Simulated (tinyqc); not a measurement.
# From one set of inputs to another, one input at a time

Model: ballistic transport through the one-dimensional subbands of a rectangular nanowire or nanosheet channel. Computed by tinyqc, a small Python program. Command: `OMP_NUM_THREADS=1 python tinyqc.py 3002419 3002420 out.jsonl wire ladder`. One thread of a shared host (Intel(R) Xeon(R) Processor @ 2.30GHz), about 0.04 s of CPU time with the checks.

Hard walls, parabolic subbands, transport along x. Energies are counted from the bulk conduction band edge at the top of the barrier, which the gate pulls down by U; the source Fermi level lies at the bulk edge when U = 0.

The inputs printed are set A. Set A is modelled on In0.53Ga0.47As; the values taken over come from a set modelled on GaAs. Inputs not listed in the table keep their values of set A, so the rows need not describe a real material.

Inputs (values chosen for the exercise, modelled on In0.53Ga0.47As):

| quantity | value | unit |
|---|---|---|
| mass m | 0.043 | m_0 |
| height a | 5.7 | nm |
| width b | 6.6 | nm |
| equivalent oxide thickness t | 1.4 | nm |
| gate voltage above flat band V_G | 0.4 | V |
| drain voltage V_D | 0.05 | V |
| temperature T | 150 | K |
| mean free path for back-scattering lambda | 9.7 | nm |
| channel length L | 15 | nm |

Valleys: single isotropic valley.

Constants: hbar^2/(2 m_0) = 3.80998212 eV angstrom^2; k_B = 8.617333262e-05 eV/K; m_0 = 9.1093837015e-31 kg; k_B = 1.380649e-23 J/K; hbar = 1.054571817e-34 J s; eps_0 = 8.8541878128e-12 F/m; e = 1.602176634e-19 C; h = 6.62607015e-34 J s.

Method:
- E_pq = (hbar^2 pi^2/2)(p^2/(m_y b^2) + q^2/(m_z a^2)); m_x = m_y = m_z = m, degeneracy g = 1; the 10 lowest subbands are kept.
- F_j(eta) = (1/Gamma(j + 1)) int_0^infinity x^j/(1 + exp(x - eta)) dx, F_0 = ln(1 + exp(eta)). Integrals over x = E/(k_B T) use 160 Gauss-Legendre points in u = sqrt(x) from 0 to sqrt(max(eta, 0) + 32).
- With degeneracy g = 1, eta_i = (U - E_i)/(k_B T) and u = e V_D/(k_B T): line density n = sum_i g sqrt(2 m_x k_B T/pi)/(2 hbar) [F_-1/2(eta_i) + F_-1/2(eta_i - u)]; gate: e n = C_ox (V_G - U/e), C_ox = 3.9 eps_0 2 (a + b)/t (flat-plate estimate); I = (2 e k_B T/h) sum_i g [F_0(eta_i) - F_0(eta_i - u)].
- Linear conductance G = (2 e^2/h) sum_i g f(eta_i), g = 1, f = 1/(1 + exp(-eta_i)), with the barrier frozen at the eta_i above; current per perimeter I/(2(a + b)); with scattering, transmission lambda/(lambda + L) and low-bias resistance (1 + L/lambda)/G.

Each row keeps all changes above it:

| input moved | from | to | ballistic current I (microampere) | mean velocity I/(e n) (1e7 cm/s) | ballistic conductance (microsiemens) |
|---|---|---|---|---|---|
| set A | - | - | 4.367e-03 | 1.761 | 3.443e-01 |
| mass m (m_0) | 0.043 | 0.068 | 3.577e+00 | 1.493 | 7.691e+01 |
| gate voltage above flat band V_G (V) | 0.4 | 0.62 | 3.874e+00 | 0.641 | 7.748e+01 |
| equivalent oxide thickness t (nm) | 1.4 | 0.7 | 3.874e+00 | 0.579 | 7.749e+01 |
| temperature T (K) | 150 | 300 | 3.895e+00 | 0.583 | 7.845e+01 |
| channel length L (nm) | 15 | 100 | 3.895e+00 | 0.583 | 7.845e+01 |
| height a (nm) | 5.7 | 7.3 | 5.668e+00 | 0.658 | 1.357e+02 |
| width b (nm) | 6.6 | 13 | 1.506e+01 | 0.702 | 3.210e+02 |

Ballistic current I goes from 0.00437 to 15.1, a factor 3450 in all. The largest single move comes from mass m (a factor 819). Mean velocity I/(e n) goes from 1.76 to 0.702, a factor 0.399 in all. The largest single move comes from gate voltage above flat band V_G (a factor 0.429), and height a works against it (a factor 1.13). Ballistic conductance goes from 0.344 to 321, a factor 932 in all. The largest single move comes from mass m (a factor 223). The single moves hold for this order of the switches; the total does not depend on the order.

Caution (rows set A, mass m, gate voltage above flat band V_G, equivalent oxide thickness t, temperature T, channel length L, height a): confinement energies this large call for non-parabolicity and barrier penetration, which lower the subbands and raise the mass.

Extremes, crossings and ranges named in words are read from the listed rows.
